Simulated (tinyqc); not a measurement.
Singlet against triplet in a field: parabolic quantum dot in a magnetic field (Fock-Darwin).

Two dimensions, V = m w0^2 r^2/2, one valley. hbar wc = 2 muB B/m, W = sqrt(w0^2 + wc^2/4), E(n, l, s) = (2n + |l| + 1) hbar W - l hbar wc/2 + s gs muB B, n = 0, 1, ..., l = 0, +/-1, ..., s = +/-1/2; length lam = sqrt(2c/(m hbar W)), c = hbar^2/2m0.

Two electrons, first order in the Coulomb energy: the singlet (0,0)^2 has 2W + J0 and the lowest triplet (0,0)(0,1) has 3W - wc/2 + J0/2 - Ez, with J0 = sqrt(pi/2) q/(eps lam), q = e^2/(4 pi eps0), Ez = |gs| muB B.

Exact treatment: the centre of mass separates with energy W, and the relative motion obeys [-(2c/m) Laplacian + (2c/m) r^2/(2 lam^2)^2 + q/(eps r)] psi = e_l psi for angular number l, solved in 14 Gaussians r^l exp(-a r^2), a = 1.7^i/(4 lam^2), i = -3 to 10. E(S) = W + e_0, E(T) = W + e_1 - wc/2 - Ez.

Constants: muB = 5.788381798e-05 eV/T; hbar^2/2m0 = 3.80998211 eV angstrom^2; e^2/(4 pi eps0) = 14.39964547 eV angstrom.

Parameters, chosen for this exercise (near those of a gate-defined dot in Si; shifted at random, so the results belong to these values and not to a real crystal):
```
symbol  value                               unit  meaning
m       0.1903                              m0    mass
gs      1.86                                      g factor
w0      1.8                                 meV   confinement energy hbar w0
eps     11.8                                      dielectric constant
Bs      (0, 0.74, 1.5, 2.4, 3.6, 5.3, 7.7)  T     fields
```

For each field, first order and exact.

Energies (meV):
```
B (T)      J0  W - wc/2     Ez  E(T) - E(S), first order  exact
0      10.254     1.800  0.000                    -3.327   0.45
1.5    10.415     1.401  0.161                    -3.968  -0.15
2.4    10.652     1.212  0.258                    -4.372  -0.49
3.6    11.094     1.012  0.388                    -4.923  -0.93
5.3    11.881     0.804  0.571                    -5.707  -1.52
7.7    13.136     0.612  0.829                    -6.785  -2.30
```

Give the missing row, B (T) = 0.74.

Computed row:
```
B (T)      J0  W - wc/2     Ez  E(T) - E(S), first order  exact
0.74   10.294     1.589  0.080                    -3.638   0.15
```

Exactly, the triplet drops below the singlet between 0.74 and 1.5 T. First order has the triplet lower even at zero field, which the exact solution forbids; with J0/W = 5.70 at zero field it misses the splitting there by 3.78 meV. From the first row to the last the orbital cost falls by 1.19 meV, the Coulomb gain J0/2 (half direct, half exchange) grows by 1.44 meV and the Zeeman gain by 0.83 meV. States of higher angular number, which take over at higher fields, in soft dots already within such a table, are left out.

tinyqc: `OMP_NUM_THREADS=1 python tinyqc.py 1281578 1281579 out.jsonl`; about 0.06 s, one thread, shared Intel(R) Xeon(R) Processor @ 2.30GHz.
